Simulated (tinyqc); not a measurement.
Gupta-type many-body potential for a metal: one step, computed by the program tinyqc.

E_i = sum_j A exp(-p (r_ij/r0 - 1)) - xi rho_i^gamma, with rho_i = sum_j exp(-2 q (r_ij/r0 - 1)); gamma = 1/2 is the tight-binding second-moment form. The crystal is fcc unless stated; d is the neighbour distance and a fixed number of shells is kept.

Task: Equilibrium of the fcc crystal. fcc shells: d sqrt(k), k = 1..5, with 12, 6, 24, 12, 24 atoms; Omega = d^3/sqrt2. Equilibrium: dE/dd = 0; B = d^2 E''(d)/(9 Omega).

Inputs (values chosen for the exercise, modelled on silver):

| quantity | value | unit |
|---|---|---|
| repulsion A | 0.103 | eV |
| hopping xi | 1.15 | eV |
| decay p | 10.8 | - |
| decay q | 3.18 | - |
| reference distance r0 | 2.889 | angstrom |
| shells kept | 5 | - |
| embedding exponent gamma | 0.5 | - |

Constants: 1 eV/angstrom^3 = 160.2176634 GPa.

Give: neighbour distance d; lattice constant; cohesive energy E_c; bulk modulus B.

Result:

neighbour distance d = 2.891 angstrom

lattice constant = 4.088 angstrom

cohesive energy E_c = 2.852 eV

bulk modulus B = 104.3 GPa
